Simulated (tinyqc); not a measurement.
Time-dependent dielectric breakdown: cell percolation, Weibull statistics, area scaling and voltage extrapolation: one step, computed by the program tinyqc.

The oxide is divided into columns of area a^2, each holding m = t_ox/a cells (m is taken as continuous). A share lambda(t) = (t/t_1)^alpha of the cells is defective, and a column whose cells are all defective breaks down.

Task: A sample of breakdown times. Each device fails at t = t63 (-ln(1 - u))^(1/beta). Sort the times; median rank F_i = (i - 0.3)/(n_s + 0.4) for n_s devices; W = ln(-ln(1 - F_i)).

characteristic life t63 = 176.5435 s

uniform random numbers u: [0.6258, 0.7232, 0.5525, 0.4287, 0.6876, 0.0714, 0.5116, 0.4079, 0.9356, 0.6424]

Weibull slope beta = 1.775

Give: Weibull plot.

Result:

Weibull plot:
```
i   t (s)     F_i   ln t       W
1    40.7  0.0673  3.707  -2.664
2   122.7  0.1635  4.810  -1.723
3   127.3  0.2596  4.847  -1.202
4   146.3  0.3558  4.986  -0.822
5   156.1  0.4519  5.051  -0.509
6   174.8  0.5481  5.164  -0.230
7   179.3  0.6442  5.189   0.033
8   192.3  0.7404  5.259   0.299
9   203.3  0.8365  5.315   0.594
10  311.7  0.9327  5.742   0.993
```

Caution: t_1 is an input here; in a real oxide it changes with thickness at fixed voltage.
